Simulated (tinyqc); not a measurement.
The diagram with and without ligand: potential-pH (Pourbaix) lines of a metal, its cation, its oxide and an oxyanion, with a complexing ligand. Computed by tinyqc, a small Python program. Command: `OMP_NUM_THREADS=1 python tinyqc.py 3014724 3014725 out.jsonl pourb walk`. One thread of a shared host (Intel(R) Xeon(R) Processor @ 2.30GHz), about 0.01 s of CPU time with the checks.

Potentials are against the standard hydrogen electrode; solids and water have unit activity; dG_f of M, H+ and the electron is zero; F = e N_A and s = R T ln(10)/F. The cation carries z = 2.

Inputs (values chosen for the exercise, modelled on copper):
```
quantity,value,unit
dG_f of the cation,65.87,kJ/mol
dG_f of the oxide,-130.3,kJ/mol
dG_f of the oxyanion,-201.27,kJ/mol
dG_f of water,-237.14,kJ/mol
temperature T,298.15,K
log10 of the dissolved activity a,-5,-
log10 of the stability constant beta of ML,9.4,-
pKa of HL,8.9,-
total ligand c_L,0.25,mol/L
```

Species: M, M2+, MO, MO2(2-).

Constants: R = 8.314462618 J/(mol K); e = 1.602176634e-19 C; N_A = 6.02214076e+23 1/mol.

Method. M2+ + 2e = M; MO + 2H+ + 2e = M + H2O; MO2(2-) + 4H+ + 2e = M + 2H2O. For each, E0 = -dG/(z F), and E = E0 + (s/z) log10 a - (s n_H/z) pH, with no activity term for the oxide. The free ligand is c_L/(1 + 10^(pKa - pH)) (ligand in excess); dissolved metal is a in all, so the free cation is a/alpha, alpha = 1 + beta [L]; the cation line drops by (s/z) log10 alpha.

E0 (V): cation 0.34135, oxide 0.55366, oxyanion 1.41477

s = 0.0591593 V

Lines against the metal (V); the species with the lowest line is stable above it:
```
pH,cation,oxide,oxyanion,stable above,cation with ligand,"stable above, ligand"
0,0.19345,0.55366,1.2669,cation,0.18597,dissolved
2,0.19345,0.43534,1.0302,cation,0.13715,dissolved
4,0.19345,0.31702,0.7936,cation,0.07815,dissolved
5,0.19345,0.25786,0.6753,cation,0.04857,dissolved
6,0.19345,0.19870,0.5570,cation,0.01901,dissolved
7,0.19345,0.13954,0.4386,oxide,-0.01043,dissolved
8,0.19345,0.08038,0.3203,oxide,-0.03865,dissolved
9,0.19345,0.02123,0.2020,oxide,-0.05928,dissolved
10,0.19345,-0.03793,0.0837,oxide,-0.06581,dissolved
12,0.19345,-0.15625,-0.1529,oxide,-0.06678,oxide
14,0.19345,-0.27457,-0.3896,oxyanion,-0.06679,oxyanion
```

Without ligand the oxide holds 5 of the eleven rows (pH 7 to 12), with it 1 (pH 12). The ligand acts once beta [L] exceeds 1, from pH = pKa - log10(beta c_L) = 0.1 on; its line then falls by at most s/z per pH unit and flattens beyond pKa, 0.260 V below the free cation at most. The oxide line falls faster, by s per pH unit, so the oxide takes over again at higher pH.

Extremes, crossings and ranges named in words are read from the listed rows.
